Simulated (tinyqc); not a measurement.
Inside a calculation. Method: CIS on RHF in the sto-3g basis, for H2, spin multiplicity 1. One step of it, computed by the program tinyqc.

Question. CIS matrix, singlets. A(ia,jb) = (e_a - e_i) d_ij d_ab + 2 (ia|jb) - (ij|ab).

orbital energies (hartree): MO1 -0.612638, MO2 0.759562

Two-electron integrals over orbitals (pq|rs), unique and non-zero (hartree):
```
(11|11) 0.689816   (21|21) 0.176901   (22|11) 0.677700   (22|22) 0.712543
```

Give: CIS matrix A, singlet.

Answer.

CIS matrix A, singlet (hartree):
```
       1>2
1>2  1.048
```
